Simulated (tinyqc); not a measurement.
Peak gain against injection: optical gain and spontaneous emission in a bulk direct-gap semiconductor.

Parabolic bands, vertical transitions, no excitons. For each hole band j: mr = me mj/(me + mj); joint density of states J_j(E) = (mr/c)^(3/2) sqrt(E - Eg)/(2 pi^2), both spins, c = hbar^2/2m0; averaged matrix element |e.p|^2 = m0 Ep/6; alpha_j(E) = 4 pi^2 alpha_f c Ep J_j/(3 nr E) in 1/angstrom (alpha_f the fine-structure constant, listed as alpha among the constants), times 1e8 for 1/cm.

F_j(eta) = (1/Gamma(j + 1)) integral_0^infinity x^j dx/(1 + exp(x - eta)), which tends to exp(eta) for eta << 0.

Quasi-Fermi levels: n = Nc F_1/2(Fc/kT) and p = Nv F_1/2(Fv/kT), Fc counted up from the conduction edge and Fv down from the valence edge; Nc, Nv from N = 2 (m kB T/(4 pi c))^(3/2) with c = hbar^2/2m0, in 1/angstrom^3; times 1e24 for 1/cm^3, with me and (mhh^(3/2) + mlh^(3/2))^(2/3).

For band j the electron sits at Ee = (E - Eg) mr/me above its edge and the hole at Eh = (E - Eg) mr/mj; fe = 1/(1 + exp((Ee - Fc)/kT)), fh = 1/(1 + exp((Eh - Fv)/kT)); gain g = sum_j alpha_j (fe + fh - 1).

Spontaneous rate: R = integral of (nr E/(hbar c))^2/(pi^2 hbar) sum_j alpha_j fe fh dE, with alpha in 1/cm and (nr E/(hbar c))^2 in 1/cm^2 (1e16 per 1/angstrom^2); B = R/(n p); lifetime n/R.

Constants: hbar^2/2m0 = 3.80998211 eV angstrom^2; fine-structure constant alpha = 0.007297352564; kB = 8.617333262e-05 eV/K; hbar = 6.58211957e-16 eV s; hbar c = 1973.269805 eV angstrom.

Parameters, chosen for this exercise (near those of GaAs; not measured data):
- Eg = 1.449 eV (direct gap)
- me = 0.0647 m0 (electron mass)
- mhh = 0.514 m0 (heavy-hole mass)
- mlh = 0.0851 m0 (light-hole mass)
- Ep = 26.1 eV (Kane energy)
- nr = 3.57 (refractive index)
- T = 300 K

The peak is the largest g over E; a dash marks no gain.

Gain:

| n (1/cm^3) | Fc (eV) | Fv (eV) | peak gain (1/cm) | peak E - Eg (eV) | B (cm^3/s) |
|---|---|---|---|---|---|
| 6.0e+17 | 0.0227 | -0.0718 | - | - | 2.29e-10 |
| 9.6e+17 | 0.0424 | -0.0594 | - | - | 2.16e-10 |
| 1.4e+18 | 0.0612 | -0.0492 | 50 | 0.0042 | 2.01e-10 |
| 1.7e+18 | 0.0723 | -0.0439 | 176 | 0.0103 | 1.93e-10 |
| 2.2e+18 | 0.0888 | -0.0368 | 415 | 0.0200 | 1.81e-10 |
| 2.8e+18 | 0.1066 | -0.0300 | 701 | 0.0308 | 1.68e-10 |
| 3.6e+18 | 0.1279 | -0.0228 | 1057 | 0.0437 | 1.55e-10 |
| 4.8e+18 | 0.1568 | -0.0142 | 1528 | 0.0603 | 1.39e-10 |

transparency density (Fc + Fv = 0) = 1.20e+18 1/cm^3

What can be read from this table?

Gain starts at 1.20e+18 1/cm^3, where Fc = -Fv = 0.0533 eV: with Nv/Nc = 24 the electrons must be degenerate before the holes are. The slope of peak gain against n is 4.19e-16 cm^2 between the first two rows with gain and 3.93e-16 between the last two; the peak moves from 0.0042 to 0.0603 eV above the gap as the bands fill, and B falls by a factor 1.65. Line broadening and gap shrinkage are left out.

Run: tinyqc, `OMP_NUM_THREADS=1 python tinyqc.py 1652787 1652788 out.jsonl`; Intel(R) Xeon(R) Processor @ 2.30GHz, one thread, shared host; about 0.09 s of CPU time with all checks.
